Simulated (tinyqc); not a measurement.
What each change does: thin (001) film in sp3s* tight binding with raised dangling bonds.

Planes alternate anion (a), cation (c) along [001], a/4 apart, starting with an anion; zero in-plane momentum; levels counted from the bulk Ev, the lower root of [[Epa, Vxx], [Vxx, Epc]]; no spin-orbit coupling. Block of s, pz, s*: from an anion to the cation above, Vss/2 (s,s), Vsapc/2 (s,z), -Vscpa/2 (z,s), Vxx/2 (z,z), Vxapc/2 (s*,z), -Vpaxc/2 (z,s*); to the cation below the same with the s-z and s*-z signs reversed. Block of u = (px + py)/sqrt2 and v = (px - py)/sqrt2: to the cation above (Vxx + Vxy)/2 for u and (Vxx - Vxy)/2 for v, to the cation below the reverse. Each surface atom has two dangling sp3 hybrids; raising both by dl adds (dl/2) [[1, t], [t, 1]] to its s, pz levels (t = -1 at the bottom face, +1 at the top) and dl to the one of u, v in whose plane the missing bonds lie (v for a bottom anion or a top cation, u for a top anion).

Values chosen for the exercise (out of a larger set: near a published set for Ge, fitted to gaps, whose masses and valley positions are rough; the L valleys, lowest in Ge, lie off zero in-plane momentum and are not seen; not measured data): p = (-5.857, 1.61, -5.857, 1.61, 6.383, 6.383, -6.76, 1.604, 4.887, 5.486, 5.486, 5.214, 5.214) eV (order Esa, Epa, Esc, Epc, Exa, Exc, Vss, Vxx, Vxy, Vsapc, Vscpa, Vxapc, Vpaxc); Nw = 22 (planes in the thicker film); dp = 30 eV (value of dl for the passivated films).

edges (eV): Gamma 0.89700, Delta 0.80025

A film of Nw planes with shift dp: highest level below mid-gap (half the lower bulk edge) and the two lowest above.

Results for these values:
```
case,Ev1 (eV),Ec1 (eV),Ec2 (eV)
base,-0.0942,0.8377,0.8406
```

What happens to each result for dp = 60 eV, all else kept?

Answer: Ev1 does not change at the printed digits; Ec1 does not change at the printed digits; Ec2 does not change at the printed digits.

The same for each parameter in turn:
```
case,Ev1 (eV),Ec1 (eV),Ec2 (eV)
base,-0.0942,0.8377,0.8406
Nw = 24,-0.0815,0.8325,0.8335
dp = 60 eV,-0.0942,0.8377,0.8406
```

An odd change of Nw also changes which atoms end the film, so levels need not move as thickness alone would move them; the row for dp shows how far the passivation is from converged.

(tinyqc, `OMP_NUM_THREADS=1 python tinyqc.py 1452524 1452525 out.jsonl`, Intel(R) Xeon(R) Processor @ 2.30GHz, 1 thread, shared host, about 0.4 s.)
